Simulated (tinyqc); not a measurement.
Worked calculation: band-to-band tunnelling across a p-n junction in a two-band chain. Values are carried at full precision from step to step, so a last printed digit may differ when a step is redone from the rounded ones.

Sites alternate A at -Eg/2 and C at +Eg/2 with hopping -t; near the edges, with k counted from the zone boundary pi/a, E^2 = (Eg/2)^2 + (t a k)^2, so t = sqrt(c Eg/m)/a gives the mass m, c = hbar^2/2m0. In the gap cosh(q a) = 1 + (Eg^2/4 - e^2)/(2 t^2), e the energy from the local mid-gap. The potential is V0 = Eg + ov on the p side (left), 0 on the n side, and falls linearly over the 2N sites of the junction, V_j = V0 (1 - j/(2N + 1)), j = 1 to 2N, site 1 being A. E = Eg/2 + x ov. A half chain that ends on a site of level e1 with neighbour e2 has g = (1 + z)/(E - e1), z = exp(-/+ i k a) the root with Im g < 0, cos(k a) = (E - e1)(E - e2)/(2 t^2) - 1. S_L = t^2 g (ending on C, shifted by V0), S_R = t^2 g (starting on A). T = 4 Im(S_L) Im(S_R) |G_(1,2N)|^2.

Constants: hbar^2/2m0 = 3.80998211 eV angstrom^2.

Inputs chosen for the exercise (gap and mass near those of InSb; not measured data): Eg = 0.176 eV (gap); m = 0.0144 m0 (mass of electron and light hole); a = 5 angstrom (period (two sites)); ov = 0.15 eV (overlap: top of the valence band on the p side above the conduction edge on the n side); N = 3 (periods in the small junction); x = 0.35 (energy above the n-side conduction edge, as a share of ov).

## Hopping, field and tunnelling length

Form t, V0, E, the field F = V0/((2N + 1) a/2) (1 V/angstrom = 100 MV/cm) and the length Eg/F over which E lies in the gap.

t = 1.3648 eV
V0 = 0.3260 eV
E = 0.1405 eV
F = 1.863 MV/cm
tunnelling length = 9.45 angstrom

So short a junction keeps the matrix small; its field is of the size of the 1 to 3 MV/cm of tunnel diodes.

## Self-energies of the two sides

Form cos(k a) and S for each side.

cos(k a): left -0.992842, right -0.996780

S_L, S_R (eV): -0.04875-0.81341i  0.02625-0.65366i

## Recursive Green function

g_1 = 1/(E - e_1 - S_L); g_j = 1/(E - e_j - t^2 g_(j-1)), with S_R also subtracted at the last site; G_1j = G_1(j-1) (-t) g_j, G_11 = g_1; e_j is the site level plus V_j. The self-energies stand in the order S_L, S_R.

Sweep:
```
j  e_j (eV)       g_j (1/eV)      G_1j (1/eV)
1    0.1914  -0.0033-1.2294i  -0.0033-1.2294i
2    0.3209  -0.0330-0.4342i   0.7283-0.0574i
3    0.0983   0.1561-1.2165i  -0.0599+1.2214i
4    0.2277  -0.0716-0.4294i  -0.7216+0.0843i
5    0.0051   0.3775-1.1235i   0.2425-1.1499i
6    0.1346  -0.0897-0.3405i   0.5641-0.0281i
```

T = 0.6784

## WKB for the same field

T = exp(-2 I/F), I = integral of q de across the gap. Continuum: q = sqrt(Eg^2/4 - e^2)/(t a), I = pi Eg^2/(8 t a). Lattice: q from the cosh formula, 12 Gauss-Legendre points in u with e = (Eg/2) sin(u), u from -pi/2 to pi/2. F in V/angstrom is the value in MV/cm over 100.

I (eV/angstrom): continuum 0.001783, lattice 0.001782

T by WKB: continuum 0.8258, lattice 0.8258

The chain gives 0.6784, 0.821 times the lattice WKB value; the exponent is only 0.19, and reflections at the two kinks of the potential count.

## Checks

- G_(1,2N) from the sweep against inversion of the whole matrix (size): both 0.56477.

(tinyqc, `OMP_NUM_THREADS=1 python tinyqc.py 1482810 1482811 out.jsonl`, Intel(R) Xeon(R) Processor @ 2.30GHz, 1 thread, shared host, about 0.01 s.)
